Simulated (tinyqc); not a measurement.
Wannier-Stark ladder of a miniband, step by step. Values are carried at full precision from step to step, so a last printed digit may differ when a step is redone from the rounded ones.

One state in each well j = -(Nw - 1)/2 ... (Nw - 1)/2: H_jj = j e F d, H_(j,j+1) = -W/4; 1 kV/cm = 0.01 meV/angstrom. In an infinite chain the levels are j e F d and the state of well 0 has amplitude J_j(x) in size on well j, x = W/(2 e F d).

Constants: hbar = 6.58211957e-16 eV s.

Parameters, chosen for this exercise (near those of a non-polar GaN/AlGaN superlattice; not measured data):
- W = 16 meV (miniband width)
- d = 55 angstrom (period)
- F = 5.9 kV/cm (field)
- Nw = 9 (wells)

## Scales

Give e F d, x, the Bloch frequency e F d/(2 pi hbar) and period, and the swing W/(e F) of a wave packet.

e F d = 3.245 meV
x = 2.4653
frequency = 0.785 THz
period = 1.274 ps
swing = 271 angstrom

## The matrix

Fill it in.

H (meV):
```
         -4      -3      -2      -1       0       1       2       3       4
-4  -12.980  -4.000       0       0       0       0       0       0       0
-3   -4.000  -9.735  -4.000       0       0       0       0       0       0
-2        0  -4.000  -6.490  -4.000       0       0       0       0       0
-1        0       0  -4.000  -3.245  -4.000       0       0       0       0
0         0       0       0  -4.000       0  -4.000       0       0       0
1         0       0       0       0  -4.000   3.245  -4.000       0       0
2         0       0       0       0       0  -4.000   6.490  -4.000       0
3         0       0       0       0       0       0  -4.000   9.735  -4.000
4         0       0       0       0       0       0       0  -4.000  12.980
```

## Levels and the middle state

Diagonalise; give the levels, their spacings and the weights of the middle level on the wells.

levels (meV): [-16.353, -10.925, -6.803, -3.295, 0.000, 3.295, 6.803, 10.925, 16.353]

spacings (meV): [5.428, 4.122, 3.507, 3.295, 3.295, 3.507, 4.122, 5.428]

weights: [0.0041, 0.0430, 0.1944, 0.2580, 0.0008, 0.2580, 0.1944, 0.0430, 0.0041]

The spacing in the middle is 1.0155 e F d and at the ends 1.673 e F d; states that reach the ends of the stack are pushed apart.

## Bessel amplitudes

With x = W/(2 e F d): J_j(x)^2 for j = 0 to 5, their running sum over -j ... j, and the spread sqrt(sum j^2 J_j^2) = x/sqrt2. For a hole fixed in well 0 the J_j^2 are the strengths of the optical lines at j e F d.

Weights:
```
j   J_j^2     sum
0  0.0010  0.0010
1  0.2555  0.5120
2  0.1945  0.9010
3  0.0442  0.9894
4  0.0050  0.9993
5  0.0003  1.0000
```

spread = 1.743 periods

The strongest line is j = +/-1.

## Checks

- Weight on well 1 of the middle state of 61 wells against J_1(x)^2: both 0.2555.

Run: tinyqc, `OMP_NUM_THREADS=1 python tinyqc.py 1251745 1251746 out.jsonl`; Intel(R) Xeon(R) Processor @ 2.30GHz, one thread, shared host; about 0.01 s of CPU time with all checks.
